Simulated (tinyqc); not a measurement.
One-electron ion in a basis of Gaussians, step by step. One step of it, computed by the program tinyqc.

Problem. Matrices over normalised Gaussians. With p = a_i + a_j and I(k) = Gamma((k+1)/2) / (2 p^((k+1)/2)): S = I(2l+2), T = (2l+3) a_i a_j S / p, V = -Z I(2l+1), each divided by sqrt(S_ii S_jj).

exponents of r^l exp(-a r^2) (1/bohr^2): [3.709000, 14.210000, 54.410000, 208.400000, 798.100000, 3056.000000]

Z = 5

l = 0

Give: S; T; V.

Solution.

S:
```
[[1.0000, 0.7294, 0.3418, 0.1342, 0.0500, 0.0184],
 [0.7294, 1.0000, 0.7296, 0.3419, 0.1343, 0.0500],
 [0.3418, 0.7296, 1.0000, 0.7295, 0.3418, 0.1343],
 [0.1342, 0.3419, 0.7295, 1.0000, 0.7295, 0.3419],
 [0.0500, 0.1343, 0.3418, 0.7295, 1.0000, 0.7296],
 [0.0184, 0.0500, 0.1343, 0.3419, 0.7296, 1.0000]]
```

T (hartree):
```
[[5.5635, 6.4361, 3.5605, 1.4674, 0.5537, 0.2040],
 [6.4361, 21.3150, 24.6614, 13.6432, 5.6234, 2.1223],
 [3.5605, 24.6614, 81.6150, 94.4214, 52.2343, 21.5317],
 [1.4674, 13.6432, 94.4214, 312.6000, 361.6622, 200.1000],
 [0.5537, 5.6234, 52.2343, 361.6622, 1197.1500, 1385.0883],
 [0.2040, 2.1223, 21.5317, 200.1000, 1385.0883, 4584.0000]]
```

V (hartree):
```
[[-15.3663, -17.4199, -14.7012, -11.0288, -7.9870, -5.7292],
 [-17.4199, -30.0772, -34.0976, -28.7769, -21.5892, -15.6355],
 [-14.7012, -34.0976, -58.8545, -66.7207, -56.3083, -42.2451],
 [-11.0288, -28.7769, -66.7207, -115.1831, -130.5788, -110.2059],
 [-7.9870, -21.5892, -56.3083, -130.5788, -225.4077, -255.5378],
 [-5.7292, -15.6355, -42.2451, -110.2059, -255.5378, -441.0794]]
```
